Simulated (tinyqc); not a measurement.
# Grain-boundary trapping model (Seto) of a polycrystalline semiconductor film, step by step

A worked calculation. Computed by tinyqc, a small Python program that keeps every step. Command: `OMP_NUM_THREADS=1 python tinyqc.py 3008899 3008900 out.jsonl poly walk`. One thread of a shared host (Intel(R) Xeon(R) Processor @ 2.30GHz), about 0.01 s of CPU time with the checks. Intermediate numbers are printed to about 6 digits and carried at full precision; extremes and crossings named in words are read from the listed rows.

Grains of equal size L are joined by thin boundaries with one trap level. Trapped carriers deplete a width W on each side and raise a barrier, crossed by thermionic emission. Dopants are fully ionised, statistics are non-degenerate and mu_g does not depend on T.

Inputs (values chosen for the exercise, modelled on polycrystalline SiGe):
```
quantity                                     value    unit
permittivity eps                              13.5       -
effective mass m                               0.3     m_0
effective density of states at 300 K, N_c  1.5e+19  1/cm^3
grain size L                                   240      nm
trap density Q_t                           3.1e+12  1/cm^2
trap level E_t below the band edge            0.46      eV
doping N                                   1.2e+17  1/cm^3
temperature T                                  300       K
```

Grain interior: neglected.

Constants: e = 1.602176634e-19 C; eps_0 = 8.8541878128e-12 F/m; k_B = 8.617333262e-05 eV/K; m_0 = 9.1093837015e-31 kg; k_B = 1.380649e-23 J/K.

## Critical doping

If all traps fill, the grain is just depleted at N* = Q_t/L, with the barrier e Q_t L/(8 eps eps_0).

N* = 1.29167e+17 1/cm^3

barrier at N* with all traps filled = 1.24655 V

The traps stay filled only while e V_B is below E_t - k_B T ln(N_c(T)/N*) = 0.337 eV. The barrier above exceeds that or lies within 2 k_B T of it, so band bending brings the traps close to or above E_F before all fill, and the real maximum is lower.

## Barrier

N_c(T) = N_c (T/300 K)^(3/2). Filled traps Q = Q_t/(1 + (1/2) exp((E_t* - E_F)/k_B T)), where E_t* = e V_B - E_t and E_F are counted from the band edge at the grain centre. Partial depletion: Q = 2 N W, V_B = e N W^2/(2 eps eps_0), E_F = k_B T ln(N/N_c); solve for W. If that W would exceed L/2 the grain is fully depleted: W = L/2, Q = N L, and E_F follows from the trap equation. Centre density n_0 = N_c exp(E_F/k_B T).

depletion width W = 66.1436 nm

barrier V_B = 0.351848 V

E_F = -0.124822 eV

centre density n_0 = 1.20e+17 1/cm^3

The grain is partly depleted; 51.2 % of the traps are filled, and they hold 55.1 % of the carriers.

## Resistivity and effective mobility

Boundary: sigma_b = L e^2 n_0 exp(-e V_B/k_B T)/sqrt(2 pi m k_B T); rho = 1/sigma_b. Mean carrier density n_av = n_0 [(1 - 2W/L) + (2W/L) (sqrt(pi)/2) erf(y)/y], y = sqrt(e V_B/k_B T); effective mobility 1/(e n_av rho).

boundary resistivity = 9289.13 ohm cm

resistivity rho = 9289.13 ohm cm

mean carrier density = 6.97456e+16 1/cm^3

effective mobility = 0.00963381 cm^2/(V s)

## Activation energy

E_a = d ln(rho)/d(1/k_B T) from T - 5 K and T + 5 K; temperature coefficient d ln(rho)/dT.

activation energy E_a = 0.475562 eV

temperature coefficient = -6.13355 %/K

E_a is close to the trap depth E_t = 0.46 eV, since carriers must leave the traps.

## Against the doping

The formulas are those given above.

The same film:
```
N (1/cm^3)   W (nm)   V_B (V)  mean density (1/cm^3)  mobility (cm^2/(V s))  rho (ohm cm)
3.90e+15    120.000  0.037638            1.25581e+10            1.58719e+03   3.13137e+05
1.30e+16    120.000  0.125460            8.08412e+11            8.86247e+01   8.71168e+04
3.20e+16    120.000  0.308824            1.82800e+15            1.15340e-01   2.96027e+04
6.50e+16     89.678  0.350336            2.81185e+16            1.37235e-02   1.61745e+04
1.00e+17     72.448  0.351760            5.41318e+16            1.03793e-02   1.11089e+04
1.50e+17     59.119  0.351356            9.38656e+16            9.11986e-03   7.29114e+03
2.60e+17     44.506  0.345157            1.86958e+17            1.00872e-02   3.30960e+03
5.20e+17     29.097  0.295047            4.26990e+17            6.13675e-02   2.38195e+02
1.30e+18     11.923  0.123853            1.22303e+18            4.02523e+01   1.26783e-01
5.20e+18      2.981  0.030964            5.16270e+18            1.38636e+03   8.72038e-04
```

The barrier peaks among these rows at N = 1.0e17 (0.352 V) and the mobility has its minimum at 1.5e17; N* is 1.3e17. While the grain is fully depleted (W = L/2) V_B grows as N; once all traps are filled it falls as 1/N (last exponent -1.00). From 6.5e16 to 2.6e17 it is pinned, because the trap level has met E_F and the traps fill only in part. Partly depleted rows (W < L/2) with e V_B below 2 k_B T stretch the depletion approximation. Where the barrier is low the mobility is too high, because scattering inside the grains is left out. Where N approaches N_c the non-degenerate statistics fail. rho drops most steeply, as N^-8.2, between 5.2e17 and 1.3e18.

Checks made by the program: charge in the traps against the depleted charge (relative difference 1e-10).
